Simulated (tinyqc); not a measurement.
Inside a calculation. Method: power iteration on a symmetric matrix. Computed by tinyqc, a small Python program that keeps every step. Settings: method = power, shift = -0.06. Command: `OMP_NUM_THREADS=1 python tinyqc.py 31722 31723 out.jsonl` (the two numbers bound the seeds that draw the settings). One thread of a shared host (Intel(R) Xeon(R) Processor @ 2.60GHz), about 0.01 s of CPU time with the checks.

## Step 1

A, lower triangle:
```
          1          2          3          4          5         6
1  0.911000
2  0.468000   0.962000
3  0.563000   0.601000   1.051000
4  0.482000   0.475000   0.100000   1.359000
5  0.362000  -0.535000   0.747000  -0.382000   1.596000
6  0.755000  -0.219000  -0.015000  -0.167000  -0.138000  2.666000
```

vector v at the start: 0.408248  0.408248  0.408248  0.408248  0.408248  0.408248

shift = -0.060000

w = (A - shift) v; v' = w/|w| with its largest component positive (the first on a tie); lambda = v'^T A v'.

vector after step 1: 0.561037  0.282310  0.484072  0.300227  0.266419  0.458365

Rayleigh quotient after step 1 = 2.700483

## Step 2

As before.

vector after step 2: 0.553288  0.267061  0.448459  0.252271  0.243730  0.546251

Rayleigh quotient after step 2 = 2.765175

## Step 3

As before.

vector after step 3: 0.541282  0.236383  0.411818  0.215543  0.219858  0.621889

Rayleigh quotient after step 3 = 2.819980

## Course of the iteration

Stop when the residual |A v - lambda v| is below 1e-9.

Steps:
```
step      lambda  residual
1     2.70048261  3.05e-01
2     2.76517470  2.85e-01
3     2.81998047  2.60e-01
4     2.86416624  2.30e-01
5     2.89767538  1.97e-01
6     2.92187206  1.66e-01
7     2.93872755  1.37e-01
8     2.95017684  1.13e-01
9     2.95782130  9.17e-02
10    2.96286693  7.43e-02
11    2.96617198  6.01e-02
12    2.96832611  4.84e-02
13    2.96972555  3.90e-02
14    2.97063278  3.14e-02
15    2.97122012  2.53e-02
16    2.97160003  2.03e-02
17    2.97184562  1.63e-02
18    2.97200432  1.31e-02
19    2.97210686  1.06e-02
20    2.97217309  8.48e-03
21    2.97221587  6.82e-03
22    2.97224350  5.48e-03
23    2.97226134  4.40e-03
24    2.97227287  3.54e-03
25    2.97228031  2.84e-03
26    2.97228512  2.28e-03
27    2.97228822  1.84e-03
28    2.97229023  1.48e-03
29    2.97229152  1.19e-03
30    2.97229236  9.53e-04
```

all eigenvalues, for comparison: -0.157583  0.148482  0.896116  2.308829  2.376862  2.972294

Not converged in 30 steps: the residual falls only by the ratio of the two largest distances of eigenvalues from the shift, 0.80 a step.
